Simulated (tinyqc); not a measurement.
Worked calculation: band gaps under pressure and temperature from deformation potentials. Values are carried at full precision from step to step, so a last printed digit may differ when a step is redone from the rounded ones.

Murnaghan: V/V0 = (1 + Bp P/B0)^(-1/Bp), B0 = (C11 + 2 C12)/3. Each gap moves by a ln(V/V0) with its volume potential a, and falls with temperature by aV T^2/(T + bV) (Varshni); the two effects are added. No change of phase is considered.

Parameters, chosen for this exercise (near those of GaP, the X and L potentials typical of such crystals; the results hold for these values, not for the real material):
- C11 = 140.1 GPa
- C12 = 62.2 GPa
- Bp = 4.85 (pressure derivative of the bulk modulus)
- P = 5.7 GPa (pressure)
- Eg = 2.855 eV (gap at Gamma to the s-like level at 0 K, 0 GPa)
- EgX = 2.395 eV (gap to X at 0 K, 0 GPa)
- EgL = 2.733 eV (gap to L at 0 K, 0 GPa)
- aG = -9.93 eV (volume potential of the Gamma gap)
- aX = 1.5 eV (volume potential of the X gap)
- aL = -3.28 eV (volume potential of the L gap)
- aV = (0.574, 0.563, 0.567) meV/K (Varshni alpha of Gamma, X, L)
- bV = (343, 356, 346) K (Varshni beta of Gamma, X, L)
- T = 77 K (temperature)
- aT = 4.7 1e-6/K (linear thermal expansion near 300 K)

## Volume under pressure

Give B0, V/V0, ln(V/V0), the change of the lattice constant and the linear estimate -P/B0.

B0 = 88.17 GPa
V/V0 = 0.94532
ln(V/V0) = -0.05623
change of a = -1.857 %
-P/B0 = -0.06465

The stiffening under pressure makes the compression 13.0 % smaller than the linear estimate.

## Gaps at P and T

Give both shifts and the gaps.

pressure shifts (eV): Gamma 0.5584, X -0.0844, L 0.1844

temperature shifts (eV): Gamma -0.0081, X -0.0077, L -0.0079

gaps (eV): Gamma 3.4053, X 2.3029, L 2.9095

The lowest valley is X (indirect gap), 607 meV below L; at 0 K and 0 GPa it is X.

## Pressure coefficients

Expand in P: E = E0 + c1 P + c2 P^2 with c1 = -a/B0 and c2 = a Bp/(2 B0^2).

c1 (meV/GPa): Gamma 112.63, X -17.01, L 37.20

c2 (meV/GPa^2): Gamma -3.098, X 0.468, L -1.023

Gamma and L rise under pressure and X falls, as the signs of the volume potentials say.

## Pressures at which the valleys cross

Two gaps meet at ln(V/V0) = -(E_i - E_j)/(a_i - a_j), with the gaps at T and P = 0; then P = (B0/Bp)(exp(-Bp ln(V/V0)) - 1). A dash marks expansion or a compression beyond ln(V/V0) = -0.3.

Crossings:
```
pair     E_i - E_j (eV)  ln(V/V0)  P (GPa)
Gamma-X          0.4596    0.0402        -
Gamma-L          0.1218    0.0183        -
L-X              0.3378    0.0707        -
```

The lowest valley stays X down to ln(V/V0) = -0.3, far beyond the phase change of the real crystal near 22 GPa.

## How much of dE/dT is thermal expansion

At 300 K: dE/dT = -aV T (T + 2 bV)/(T + bV)^2; expansion alone gives 3 aT a; the rest is electron-phonon coupling.

dE/dT (meV/K): Gamma -0.4107, X -0.3972, L -0.4043

from expansion (meV/K): Gamma -0.1400, X 0.0211, L -0.0462

remainder (meV/K): Gamma -0.2707, X -0.4183, L -0.3581

Expansion supplies 34 % of the slope at Gamma and 11 % at L; at X it works against the fall.

## Checks

- Slope of the Gamma gap at P = 0 by finite differences against c1 (meV/GPa): both 112.63.

Run: tinyqc, `OMP_NUM_THREADS=1 python tinyqc.py 1080043 1080044 out.jsonl`; Intel(R) Xeon(R) Processor @ 2.30GHz, one thread, shared host; about 0.01 s of CPU time with all checks.
